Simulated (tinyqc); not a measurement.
Elastic trap-assisted tunnelling through a dielectric: two steps of the calculation.

Emitter at x = 0 (Fermi level 0), collector at x = t (Fermi level -V), band edge U(x) = phi - F x, F = V/t. A trap at x has the energy E = U(x) - Et. With G(u) = (4/(3 F)) sqrt(mo/C) max(u, 0)^1.5, C = hbar^2/(2 m0): S1 = G(phi - E) - G(Et), S2 = G(Et) - G(phi - V - E), T1,2 = exp(-S1,2). The steady rate through one trap is nu T1 T2 (f1 - f2)/(T1 + T2), f1 = f(E), f2 = f(E + V), f(y) = 1/(1 + exp(y/Vt)); both contacts offer states at E.

Parameters, values chosen for the exercise; dielectric values close to those of aluminium oxide: temperature T = 300 K; barrier above the emitter Fermi level phi = 2.6 eV; tunnelling mass mo = 0.41 m0; thickness t = 4.8 nm; trap depth below the band edge of the dielectric Et = 2.09 eV; trap density Nt = 3.9e18 cm^-3; attempt frequency nu = 1e13 1/s; points of the grid n = 13; voltage V = 2.32 V; left end of the grid xa = 1.36 nm; right end of the grid xb = 2.63 nm.

Constants: q = 1.602176634e-19 C, kB = 1.380649e-23 J/K, hbar = 1.054571817e-34 J s, m0 = 9.1093837015e-31 kg, Vt = kB T/q, hbar^2/(2 m0) = 0.0380998212 eV nm^2. Results are converted to the units shown.

Problem 1. Rate through a trap near the best position. n equally spaced x from xa to xb, where nearly all of the current flows; J = q Nt times the integral of the rate, by Simpson's rule.

Find: x; E; S1; S2; f1 - f2; rate; J.

Solution 1.

```
point  x (nm)   E (eV)     S1     S2  f1 - f2  rate (1/s)
0       1.360  -0.1473  13.87  24.81   0.9967       166.6
1       1.466  -0.1985  15.02  24.35   0.9995       266.5
2       1.572  -0.2496  16.19  23.85   0.9999       436.4
3       1.677  -0.3008  17.37  23.34    1.000       730.5
4       1.783  -0.3519  18.55  22.80    1.000        1240
5       1.889  -0.4031  19.75  22.23    1.000        2038
6       1.995  -0.4542  20.96  21.65    1.000        2637
7       2.101  -0.5054  22.18  21.04    1.000        1764
8       2.207  -0.5566  23.41  20.42    1.000       649.7
9       2.312  -0.6077  24.65  19.77    1.000       196.2
10      2.418  -0.6589  25.90  19.11    1.000       56.67
11      2.524  -0.7100  27.15  18.43    1.000       16.12
12      2.630  -0.7612  28.42  17.73    1.000       4.535
```

J = 6.670e-5 A/cm^2

Problem 2. The best-placed trap against direct tunnelling. At x = xs: E, S1, S2 and the occupation (T1 f1 + T2 f2)/(T1 + T2). Direct tunnelling at E = 0 has S = (4/(3 F)) sqrt(mo/C) [phi^1.5 - max(phi - V, 0)^1.5].

xs = 1.99 nm

Give: E; S1; S2; occupation; S of direct tunnelling.

Solution 2.

E = -0.4518 eV
S1 = 20.90
S2 = 21.68
occupation = 0.6843
S of direct tunnelling = 36.60

Range of the model: Phonon-assisted (inelastic) capture, chains of traps and a spread of trap depths are left out.

Program tinyqc, `OMP_NUM_THREADS=1 python tinyqc.py 2370041 2370042 out.jsonl`; Intel Xeon 2.30GHz, shared host, one thread, about 0.03 s.
